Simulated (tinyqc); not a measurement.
Comparisons within one model: static screening by free carriers. A value that a table varies takes the place of the one given here.

kF = (3 pi^2 n/Mv)^(1/3), EF = c kF^2/m with c = hbar^2/2m0, n in 1/angstrom^3 (1e-24 per 1/cm^3), e2 = e^2/(4 pi eps0). Thomas-Fermi: qTF^2 = 6 pi e2 n/(eps EF). Debye: qD^2 = 4 pi e2 n/(eps kB T).

F_j(eta) = (1/Gamma(j + 1)) integral_0^infinity x^j dx/(1 + exp(x - eta)), which tends to exp(eta) for eta << 0.

At finite T: qs^2 = qD^2 F_-1/2(eta)/F_1/2(eta), where n = Mv N F_1/2(eta) and N = 2 (m kB T/(4 pi c))^(3/2) with c = hbar^2/2m0, in 1/angstrom^3; times 1e24 for 1/cm^3.

Donor in the screened potential -(e2/eps) exp(-qs r)/r with the trial function exp(-r/a): E(a) = c/(m a^2) - (e2/eps) 4/(a (2 + qs a)^2), e2 = e^2/(4 pi eps0), c = hbar^2/2m0; isotropic mass.

Constants: hbar^2/2m0 = 3.80998211 eV angstrom^2; e^2/(4 pi eps0) = 14.39964547 eV angstrom; kB = 8.617333262e-05 eV/K; a0 (Bohr radius) = 0.5291772105 angstrom.

Parameters, chosen for this exercise (near those of GaAs; shifted at random, so the results belong to these values and not to a real crystal): m = 0.0672 m0 (mass of one isotropic valley); Mv = 1 (valleys); eps = 13 (background dielectric constant); T = 77 K; n = 3.2e+15 1/cm^3 (carrier density).

## Screening unbinds the donor

All carriers n are taken as free and screen with qs(T); E(a) is minimised over a; a dash marks no bound state. aB = a0 eps/m.

Donor level:

| n (1/cm^3) | n^(1/3) aB | qs aB | E (meV) | a/aB |
|---|---|---|---|---|
| 7.0e+12 | 0.020 | 0.012 | -5.28 | 1.000 |
| 6.0e+13 | 0.040 | 0.036 | -5.03 | 1.001 |
| 3.0e+14 | 0.069 | 0.081 | -4.58 | 1.004 |
| 9.0e+14 | 0.099 | 0.140 | -4.04 | 1.013 |
| 3.0e+15 | 0.148 | 0.254 | -3.11 | 1.039 |
| 6.0e+15 | 0.186 | 0.357 | -2.41 | 1.074 |
| 2.0e+16 | 0.278 | 0.626 | -1.01 | 1.234 |
| 4.0e+16 | 0.350 | 0.841 | -0.31 | 1.498 |

aB = 102.4 angstrom

How do the results move?

The level rises from -5.28 meV at the lowest density to -0.31 meV at 4e+16 1/cm^3, against -5.41 meV unscreened. It stays bound over this range. This trial function loses binding at qs aB = 1 and the exact Yukawa problem at 1.19; the Mott rule of thumb is n^(1/3) aB = 0.26, which the last bound row of this table passes: the rule belongs to low temperature, and thermal carriers screen more weakly.

## From Debye to Thomas-Fermi

Screening lengths (angstrom):

| n (1/cm^3) | eta | Debye | Thomas-Fermi | finite T |
|---|---|---|---|---|
| 2.0e+14 | -5.65 | 1544 | 210.8 | 1545 |
| 1.0e+15 | -4.03 | 690.4 | 161.2 | 692.6 |
| 6.0e+15 | -2.21 | 281.9 | 119.6 | 287.1 |
| 2.0e+16 | -0.92 | 154.4 | 97.85 | 163.6 |
| 9.0e+16 | 1.01 | 72.78 | 76.15 | 90.22 |
| 3.0e+17 | 3.41 | 39.86 | 62.31 | 64.82 |
| 1.0e+18 | 8.07 | 21.83 | 50.98 | 51.32 |
| 3.0e+18 | 16.96 | 12.61 | 42.45 | 42.51 |

What does this show?

Debye is within 5 % of the finite-T length up to 6e+15 1/cm^3 of the densities listed and Thomas-Fermi from 3e+17 on. The length goes as n^-0.50 at the low end and n^-0.17 at the high end, against the limits -1/2 and -1/6. Both limits give too short a length.

## What sets the screening length

All results formed anew. Each row changes one parameter from the base and keeps the others.

Results:

| case | Debye (angstrom) | Thomas-Fermi (angstrom) | finite T (angstrom) |
|---|---|---|---|
| base | 386.0 | 132.8 | 389.8 |
| n = 6.4e+15 1/cm^3 | 272.9 | 118.3 | 278.3 |
| m = 0.0874 m0 | 386.0 | 116.4 | 388.5 |
| eps = 15.6 | 422.8 | 145.5 | 427.0 |
| T = 137 K | 514.8 | 132.8 | 517.0 |
| Mv = 2 | 386.0 | 105.4 | 387.9 |

How do the results move?

The largest shifts from the base row, up to three for each result and ties (the steps differ in size, so this ranks the rows, not the parameters). Debye (angstrom): T +129, n -113, eps +36.8; unchanged at the printed digits by m and Mv. Thomas-Fermi (angstrom): Mv -27.4, m -16.4, n -14.5; unchanged at the printed digits by T. finite T (angstrom): T +127, n -112, eps +37.2.

Computed by tinyqc, a small Python program: `OMP_NUM_THREADS=1 python tinyqc.py 1650065 1650066 out.jsonl` (the numbers bound the seed that draws the inputs); one thread of a shared host (Intel(R) Xeon(R) Processor @ 2.30GHz), about 0.01 s for the whole set of steps.
